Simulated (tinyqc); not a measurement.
Worked calculation: Rayleigh-quotient iteration on a symmetric matrix. One step of it, computed by the program tinyqc.

Task: Step 2. solve (A - shift) w = v; v' = w/|w| with its largest component positive (the first on a tie); lambda = v'^T A v'; the next shift is lambda.

A:
```
[[2.450000, -0.207000, -0.300000],
 [-0.207000, 4.404000, 0.603000],
 [-0.300000, 0.603000, 5.888000]]
```

vector after step 1: [0.856407, 0.413832, 0.308723]

Rayleigh quotient after step 1 = 2.961029

Give: vector after step 2; Rayleigh quotient after step 2.

Result:

vector after step 2: [0.9976, -0.0496, 0.0491]

Rayleigh quotient after step 2 = 2.4513
